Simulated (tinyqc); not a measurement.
Mobility and doping from two currents.

Problem. A trap-free film with injecting contacts is fitted, with diffusion neglected, by J = q mu N V/Lf + (9/8) eps0 eps_r mu V^2/Lf^3. Find mu, N and the voltage at which both terms are equal.

Values chosen for this exercise:
```
symbol  value  unit                meaning
eps_r    11.9        relative permittivity
Lf        730    nm         film thickness
```

Constants: q = 1.602176634e-19 C, eps0 = 8.8541878128e-14 F/cm where lengths are in cm. Results are converted to the units shown.

J at 3.5 and 11 V (A/cm^2): 6447.8389  32079.574

Answer. J/V is a straight line in V: the slope gives mu and the intercept mu N.

mu = 47.0 cm^2/(V s)
N = 1.30e16 cm^-3
crossover voltage = 9.36 V

Numbers from tinyqc (`OMP_NUM_THREADS=1 python tinyqc.py 2730022 2730023 out.jsonl`; about 0.9 s on one thread of a shared Intel Xeon 2.30GHz).
